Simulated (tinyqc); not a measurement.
What moves the results: strain-driven crossing of the Gamma and L valleys in a germanium-like crystal alloyed with tin. A value that a table varies takes the place of the one given here.

Biaxial loads: e0 is the in-plane strain e_par and the normal is free. (001): e_perp = -2 (C12/C11) e_par; exx = eyy = e_par, ezz = e_perp, no shear. (111): e_perp = -(2 C11 + 4 C12 - 4 C44)/(C11 + 2 C12 + 4 C44) e_par; exx = eyy = ezz = (2 e_par + e_perp)/3 and exy = eyz = ezx = (e_perp - e_par)/3. (110): e_perp = -(C11 + 3 C12 - 2 C44)/(C11 + C12 + 2 C44) e_par; exx = eyy = (e_par + e_perp)/2, ezz = e_par, exy = (e_perp - e_par)/2, eyz = ezx = 0. Uniaxial loads: a stress along n, scaled so that n.e.n = e0, with exx = s11 sxx + s12 (syy + szz), exy = s44 sxy/2, s11 = (C11 + C12)/((C11 - C12)(C11 + 2 C12)), s12 = -C12/((C11 - C12)(C11 + 2 C12)), s44 = 1/C44.

Edges from the unstrained valence top: Gamma at Eg + ac tr(e); an L valley with unit axis u at EgL + aL tr(e) + XuL (u.e.u - tr(e)/3), u along [111], [1-1-1], [-11-1], [-1-11]; valence edges are the levels of the 6 x 6 matrix of X, Y, Z times spin with -Dso/3 + l exx + m (eyy + ezz) on the diagonal (cyclic), n exy off it, l = av + 2 b, m = av - b, n = sqrt(3) d. Spin-orbit term (Dso/3) L.sigma on X, Y, Z with (L_k)_ij = -i epsilon_kij: <X+|H|Y+> = -i Dso/3, <X+|H|Z-> = Dso/3, <Y+|H|Z-> = -i Dso/3, <Z+|H|X-> = -Dso/3, <Z+|H|Y-> = i Dso/3, <X-|H|Y-> = i Dso/3, and their conjugates; + and - are the spin along z.

With tin the unstrained gaps become E(y) = (1 - y) E + y EgS - CS y (1 - y); all other values are kept.
Constants: kB = 8.617333262e-05 eV/K.

Values chosen for the exercise (near those of Ge, gaps at low temperature; shifted at random, so the results belong to these values and not to a real crystal):

| symbol | value | unit | meaning |
|---|---|---|---|
| Eg | 0.909 | eV | gap at Gamma to the s-like level |
| EgL | 0.737 | eV | gap to L |
| Dso | 0.292 | eV | spin-orbit splitting |
| ac | -8.16 | eV | conduction deformation potential |
| av | 1.22 | eV | valence hydrostatic potential |
| b | -2.57 | eV | tetragonal shear potential |
| d | -5.31 | eV | trigonal shear potential |
| aL | -1.7 | eV | hydrostatic potential of the L edge, Xd + Xu/3 |
| XuL | 16.21 | eV | uniaxial potential, L |
| y | 0.055 |  | tin fraction |
| EgS | (-0.415, 0.099) | eV | Gamma and L gaps of the tin end |
| CS | (2.01, 0.8) | eV | bowing of the Gamma and L gaps |
| C11 | 126.7 | GPa |  |
| C12 | 48.4 | GPa |  |
| C44 | 65.9 | GPa |  |
| load | biaxial (001) |  | kind of strain |
| mG | 0.0428 | m0 | mass at Gamma |
| mL | 0.545 | m0 | density-of-states mass of the four L valleys together |
| T | 77 | K | temperature |
| e0 | -0.0167 |  | size of the strain |

## Which strain makes the gap direct

For tension the difference Gamma minus lowest L is linear in e0; slope per 1 % and the e0 at which it vanishes (a dash: no crossing below 15 %), with the gap there.

Results:

| load | slope (meV per 1 %) | crossing e0 (%) | gap at the crossing (eV) |
|---|---|---|---|
| biaxial (001) | -79.8 | 0.89 | 0.578 |
| biaxial (110) | -21.0 | 3.40 | 0.013 |
| biaxial (111) | 43.9 | - | - |
| uniaxial [100] | -28.9 | 2.47 | 0.547 |
| uniaxial [111] | -2.4 | - | - |
| uniaxial [110] | 16.3 | - | - |

How do the results move?

The smallest strain is needed for biaxial (001) (0.89 %), then uniaxial [100] (2.47 %). No crossing below 15 % is found for biaxial (111), uniaxial [111] and uniaxial [110]: shear splits the L valleys and pulls the lowest down nearly as fast as, or faster than, Gamma. Loads without off-diagonal strain, (001) and [100], gain (ac - aL) tr(e) = -65 meV per 1 % of volume. Crossings beyond about 3 % are sensitive to second-order terms, left out here. For uniaxial [111] the slope is a near cancellation, so terms beyond this linear model decide. A gap at or below zero marks a crossing beyond the range of this linear model.

## Sweep of a biaxial (001) strain

The valence splitting is the distance of the top two edges. Share in Gamma = mG^(3/2)/(mG^(3/2) + (mL^(3/2)/4) sum_i exp(-(E_Li - E_Gamma)/kT)).

Results:

| e0 (%) | direct gap (eV) | indirect gap (eV) | Gamma - L (meV) | valence splitting (meV) | share in Gamma (%) |
|---|---|---|---|---|---|
| -0.72 | 0.783 | 0.654 | 129 | 57 | 8.09e-09 |
| -0.27 | 0.751 | 0.658 | 93 | 23 | 1.82e-06 |
| 0.17 | 0.704 | 0.646 | 58 | 16 | 0.000362 |
| 0.62 | 0.627 | 0.605 | 22 | 61 | 0.0814 |
| 1.06 | 0.548 | 0.561 | -13 | 109 | 14.0 |
| 1.51 | 0.464 | 0.513 | -49 | 161 | 97.3 |
| 1.95 | 0.380 | 0.464 | -84 | 214 | 100 |
| 2.40 | 0.292 | 0.413 | -120 | 270 | 100 |

How do the results move?

Gamma drops below the lowest L valley between e0 = 0.62 and 1.06 %. The direct gap goes from 0.783 to 0.292 eV; of that change -0.128 eV comes from the rise of the valence top through the shear terms and the rest from the volume. The share in Gamma goes from 8.09e-09 to 100 %.

## What each parameter does

Direct gap, Gamma minus the lowest L edge and the valence splitting. Each row changes one parameter from the base and keeps the others.

Results:

| case | direct gap (eV) | Gamma - L (meV) | valence splitting (meV) |
|---|---|---|---|
| base | 0.8496 | 204.7 | 107.4 |
| C44 = 75.785 GPa | 0.8496 | 204.7 | 107.4 |
| d = -4.5135 eV | 0.8496 | 204.7 | 107.4 |
| av = 1.403 eV | 0.8534 | 204.7 | 107.4 |
| y = 0.04675 | 0.8754 | 219.3 | 107.4 |
| aL = -1.445 eV | 0.8496 | 210.0 | 107.4 |
| ac = -9.384 eV | 0.8749 | 230.0 | 107.4 |
| XuL = 18.6415 eV | 0.8496 | 204.7 | 107.4 |

How do the results move?

The largest shifts from the base row, up to three for each result and ties (the steps differ in size, so this ranks the rows, not the parameters). direct gap (eV): y +0.0258, ac +0.0253, av +0.0038; unchanged at the printed digits by C44, d, aL and XuL. Gamma - L (meV): ac +25.3, y +14.6, aL +5.3; unchanged at the printed digits by C44, d, av and XuL. valence splitting (meV): unchanged at the printed digits by C44, d, av, y, aL, ac and XuL.

Program tinyqc; command `OMP_NUM_THREADS=1 python tinyqc.py 1080016 1080017 out.jsonl`; about 0.01 s on one thread of a shared Intel(R) Xeon(R) Processor @ 2.30GHz.
